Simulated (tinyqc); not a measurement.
What moves the results: cylindrical quantum wire. A value that a table varies takes the place of the one given here.

A cylinder of radius R, isotropic masses, c = hbar^2/2m0, k = sqrt(mw E/c), kappa = sqrt(mb (V0 - E)/c). State (n, m) is J_m(k r) inside and K_m(kappa r) outside; psi and psi'/m are continuous: (k/mw) J_m'(kR)/J_m(kR) = (kappa/mb) K_m'(kappa R)/K_m(kappa R).

With hard walls E = c (x/R)^2/mw, x a zero of J_m: (1,0) 2.404826; (2,0) 5.520078; (1,1) 3.831706; (2,1) 7.015587; (1,2) 5.135622; (2,2) 8.417244; (1,3) 6.380162; (2,3) 9.761023.

Constants: hbar^2/2m0 = 3.80998211 eV angstrom^2.

Inputs chosen for the exercise (near those of a non-polar GaN wire in AlGaN; the results hold for these values, not for the real material): V0 = 0.33 eV (barrier height); mw = 0.201 m0 (mass inside); mb = 0.226 m0 (mass outside); Rs = (13, 19, 27, 38, 53, 76, 106) angstrom (radii); R = 38 angstrom (radius).

## Radius

The two lowest states against R; a dash marks an unbound state.

Levels (eV):
```
R (angstrom)   (1,0)   (1,1)  (1,0), hard walls  flat well of width 2R
13            0.2183       -             0.6486                 0.1020
19            0.1418  0.3181             0.3037                 0.0630
27            0.0871  0.2131             0.1504                 0.0378
38            0.0511  0.1281             0.0759                 0.0220
53            0.0293  0.0739             0.0390                 0.0125
76            0.0155  0.0392             0.0190                 0.0066
106           0.0084  0.0214             0.0098                 0.0036
```

What can be read from the table?

The lowest state is bound at every radius listed. (1,1) becomes bound between 13 and 19 angstrom. At the largest radius the level is 0.86 of the hard-wall value and 2.34 times that of the flat well (the hard-wall ratio is 2.34); the exponent d ln E/d ln R between the last two radii is -1.83.

## Shape and dimension

Lowest level with hard walls: film c (pi/2R)^2/mw, cylinder c (2.404826/R)^2/mw, sphere c (pi/R)^2/mw, square or cube of side a: 2 or 3 times c (pi/a)^2/mw; c = hbar^2/2m0. Finite barriers V0 with outer mass mb and psi, psi'/m continuous for film, cylinder and sphere (not separable for the square and the cube: dash).

Lowest level (eV):
```
shape                      hard walls  finite barrier
film, width 2R                 0.0324          0.0220
cylinder, radius R             0.0759          0.0511
square wire of equal area      0.0825               -
sphere, radius R               0.1296          0.0864
cube of equal volume           0.1496               -
```

What does this show?

With hard walls the levels of film, cylinder and sphere stand as 1 : 2.34 : 4.00; with the finite barrier as 1 : 2.32 : 3.93. The square lies 8.6 % above the circle of equal area and the cube 15.5 % above the sphere of equal volume: round shapes give the lowest level for a given size.

## What each parameter does

The lowest level (1,0) and its distance to V0. Each row changes one parameter from the base and keeps the others.

Results:
```
case             E (eV)  V0 - E (eV)     k R
base             0.0511       0.2789  1.9736
R = 42 angstrom  0.0434       0.2866  2.0093
V0 = 0.396 eV    0.0528       0.3432  2.0063
mw = 0.2211 m0   0.0481       0.2819  2.0079
mb = 0.1808 m0   0.0532       0.2768  2.0139
```

What can be read from the table?

The largest shifts from the base row, up to three for each result and ties (the steps differ in size, so this ranks the rows, not the parameters). E (eV): R -0.0077, mw -0.0030, mb +0.0021. V0 - E (eV): V0 +0.0643, R +0.0077, mw +0.0030. k R: mb +0.0403, R +0.0358, mw +0.0344.

(tinyqc, `OMP_NUM_THREADS=1 python tinyqc.py 1251123 1251124 out.jsonl`, Intel(R) Xeon(R) Processor @ 2.30GHz, 1 thread, shared host, about 0.05 s.)
